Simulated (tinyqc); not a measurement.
Band edges of strained Si(1-x)Ge(x) on relaxed Si(1-y)Ge(y), step by step. Values are carried at full precision from step to step, so a last printed digit may differ when a step is redone from the rounded ones.

Values are linear in the Ge fraction but for ED(x) = linear - CD x (1 - x) and a(x) = linear - Ca x (1 - x). Energies are on the common scale of Ev.

Parameters, chosen for this exercise (end members near Si and Ge, in this order; shifted at random, so the results belong to these values and not to a real crystal):
- a = (5.426, 5.664) angstrom (lattice constant)
- Dso = (0.044, 0.291) eV (spin-orbit splitting)
- av = (2.49, 1.23) eV (valence hydrostatic potential)
- b = (-2.08, -2.58) eV (tetragonal shear potential)
- d = (-4.76, -5.32) eV (trigonal shear potential)
- C11 = (163.8, 129.7) GPa
- C12 = (63.3, 48.4) GPa
- C44 = (80.3, 66.9) GPa
- Ev = (0, 0.69) eV (top of the unstrained valence band)
- ED = (1.137, 0.938) eV (gap to the Delta valleys)
- EL = (1.97, 0.75) eV (gap to the L valleys)
- aD = (1.74, 1.3) eV (hydrostatic potential of the Delta gap)
- aL = (-3.08, -2.59) eV (hydrostatic potential of the L gap)
- XuD = (8.89, 9.37) eV (uniaxial potential, Delta)
- XuL = (16.68, 14.84) eV (uniaxial potential, L)
- CD = 0.197 eV (bowing of the Delta gap)
- Ca = 0 angstrom (bowing of the lattice constant)
- x = 0.28 (Ge fraction of the layer)
- y = 0 (Ge fraction of the relaxed buffer)
- face = 111 (growth face)

## Values of the layer and the buffer

Interpolate at x and at y.

Interpolated values (a in angstrom, C11, C12, C44 in GPa, all else in eV):
```
symbol     layer    buffer
a         5.4926    5.4260
Dso       0.1132    0.0440
av        2.1372    2.4900
b        -2.2200   -2.0800
d        -4.9168   -4.7600
C11     154.2520  163.8000
C12      59.1280   63.3000
C44      76.5480   80.3000
Ev        0.1932    0.0000
ED        1.0416    1.1370
EL        1.6284    1.9700
aD        1.6168    1.7400
aL       -2.9428   -3.0800
XuD       9.0244    8.8900
XuL      16.1648   16.6800
```

## Strain of the layer on a (111) buffer

Coherent growth on a (111) face: e_par = (a(y) - a(x))/a(x), e_perp = -(2 C11 + 4 C12 - 4 C44)/(C11 + 2 C12 + 4 C44) e_par; exx = eyy = ezz = (2 e_par + e_perp)/3 and exy = eyz = ezx = (e_perp - e_par)/3.

Use the elastic constants of the layer.

e_par = -0.012133
e_perp = 0.005007

strain tensor in the cubic axes:
```
           x          y          z
x  -0.006419   0.005713   0.005713
y   0.005713  -0.006419   0.005713
z   0.005713   0.005713  -0.006419
```

The layer is under compression in the plane; its volume changes by -1.926 %.

## Conduction valleys of the layer

A valley with unit axis u lies at Ev + gap + (av + a_valley) tr(e) + Xu (u.e.u - tr(e)/3); the Delta axes are x, y, z and the L axes [111], [1-1-1], [-11-1], [-1-11]. The second-order shift of the Delta valleys under shear is left out; it lowers the pair normal to the sheared plane by tens of meV at a shear of 1 %.

Give the hydrostatic shifts, the uniaxial shifts and the edges.

hydrostatic shifts of Delta and L (eV): -0.0723  0.0155

uniaxial shifts (eV): Delta x 0.0000, Delta y 0.0000, Delta z 0.0000, L [111] 0.1847, L [1-1-1] -0.0616, L [-11-1] -0.0616, L [-1-11] -0.0616

valley edges (eV): Delta x 1.1625, Delta y 1.1625, Delta z 1.1625, L [111] 2.0218, L [1-1-1] 1.7755, L [-11-1] 1.7755, L [-1-11] 1.7755

The lowest set is Delta6 (the digit counts whole valleys) at 1.1625 eV; the Delta valleys spread over 0 meV and the L valleys over 246 meV.

## Valence edges of the layer

Valence edges: Ev plus the levels of the 6 x 6 matrix of X, Y, Z times spin with -Dso/3 + l exx + m (eyy + ezz) on the diagonal (cyclic), n exy off it, l = av + 2 b, m = av - b, n = sqrt(3) d. Spin-orbit term (Dso/3) L.sigma on X, Y, Z with (L_k)_ij = -i epsilon_kij: <X+|H|Y+> = -i Dso/3, <X+|H|Z-> = Dso/3, <Y+|H|Z-> = -i Dso/3, <Z+|H|X-> = -Dso/3, <Z+|H|Y-> = i Dso/3, <X-|H|Y-> = i Dso/3, and their conjugates; + and - are the spin along z.

Give the strain block and the three twofold edges.

strain block (eV):
```
         X        Y        Z
X  -0.0412  -0.0487  -0.0487
Y  -0.0487  -0.0412  -0.0487
Z  -0.0487  -0.0487  -0.0412
```

edges from the top (eV): 0.2007  0.1471  -0.0049

The top two edges are split by 54 meV.

## Gap and offsets against the buffer

Buffer: Ev(y) and Ec = Ev(y) + min(ED, EL). dEc = Ec(buffer) - Ec(layer), dEv = Ev(layer) - Ev(buffer); positive values confine the carrier in the layer; type I if both have one sign.

gap of the strained layer = 0.9618 eV
gap of the buffer = 1.1370 eV
dEc = -0.0255 eV
dEv = 0.2007 eV

Type II: electrons collect in the buffer (25 meV) and holes in the layer (201 meV). The relaxed layer would have a gap of 1.042 eV, so strain has moved it by -80 meV. An offset this small is within the spread of published parameter sets, so the type is not settled by this model.

## Checks

- Mean of the three Delta edges against the hydrostatic shift alone (eV): both 1.16247.

tinyqc: `OMP_NUM_THREADS=1 python tinyqc.py 1080371 1080372 out.jsonl`; about 0.02 s, one thread, shared Intel(R) Xeon(R) Processor @ 2.30GHz.
